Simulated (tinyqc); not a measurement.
Metal-induced gap states at the contact of a metal chain and a two-band chain, step by step. Values are carried at full precision from step to step, so a last printed digit may differ when a step is redone from the rounded ones.

The semiconductor alternates sites A at -Eg/2 and C at +Eg/2 with hopping -t; the gap runs from -Eg/2 to Eg/2. In the gap cosh(q a) = 1 + (Eg^2/4 - E^2)/(2 t^2) and the amplitude changes by -exp(-q a) a period. The metal has site energy 0 and hopping -tm; its end site has g_m = (E - i sqrt(4 tm^2 - E^2))/(2 tm^2). Sites 1, 2, ... count into the semiconductor, with energies e1, e2 alternating. The clean half chain has g1 = 1/(E - e1 - t^2 g2), g2 = 1/(E - e2 - t^2 g1), decaying root. With the contact G11 = 1/(1/g1 - tc^2 g_m), and the density on site j is -Im G_jj/pi = |psi_j/psi_1|^2 (-Im G11/pi), per spin, with psi_2/psi_1 = -t g2, psi_3/psi_2 = -t g1.

Constants: e^2/(4 pi eps0) = 14.39964547 eV angstrom.

Parameters, chosen for this exercise (gap and optical dielectric constant near those of GaAs; the chain itself is a model; not measured data):
- Eg = 1.4 eV (gap)
- t = 3.12 eV (hopping in the semiconductor)
- a = 4 angstrom (period (two sites); one chain for each area a^2)
- E = -0.43 eV (energy from mid-gap)
- tm = 3.37 eV (hopping in the metal)
- tc = 1.82 eV (hopping across the contact)
- end = C (site that touches the metal)
- eps = 11.2 (dielectric constant)

## Decay in the gap

Form cosh(q a), l = exp(-q a), q and the decay length 1/(2q) of the density.

cosh(q a) = 1.01567
l = 0.83794
q = 0.04420 1/angstrom
xi, the decay length of the density = 11.312 angstrom

## Green functions

The decaying root is g1 = (1 - l)/(E - e1), g2 = (1 - l)/(E - e2), l = exp(-q a). Form them, g_m and G11.

g1, g2 (1/eV): -0.14342  0.60022

g_m = -0.01893-0.29613i 1/eV
G11 = -0.14186-0.02014i 1/eV

## Density site by site

D1 = -Im G11/pi, D2 = (t g2)^2 D1, and each further period multiplies by l^2. The sum over all sites is (D1 + D2)/(1 - l^2). The Green functions stand in the order g1, g2.

density on sites 1 to 8 (1/eV): 0.00641  0.02248  0.00450  0.01578  0.00316  0.01108  0.00222  0.00778

Ds, the density per spin summed over the semiconductor = 0.09699 1/eV

The first period holds 30 % of the gap states at this energy.

## Pinning factor

Gap states per area N = 2 Ds/a^2 (two spins). Charge in them sits a distance xi from the metal, so S = 1/(1 + 4 pi e^2 N xi/eps), e^2 meaning e^2/(4 pi eps0); S is the change of the barrier per change of the metal work function.

N = 1.212e+14 1/(eV cm^2)
4 pi e^2 N xi/eps = 2.2157
S = 0.3110

Partial pinning, between the Bardeen (0) and Schottky (1) limits.

## Checks

- g1 from the closed form against decimation: both -0.143415.

Computed by tinyqc, a small Python program: `OMP_NUM_THREADS=1 python tinyqc.py 1451782 1451783 out.jsonl` (the numbers bound the seed that draws the inputs); one thread of a shared host (Intel(R) Xeon(R) Processor @ 2.30GHz), about 0.01 s for the whole set of steps.
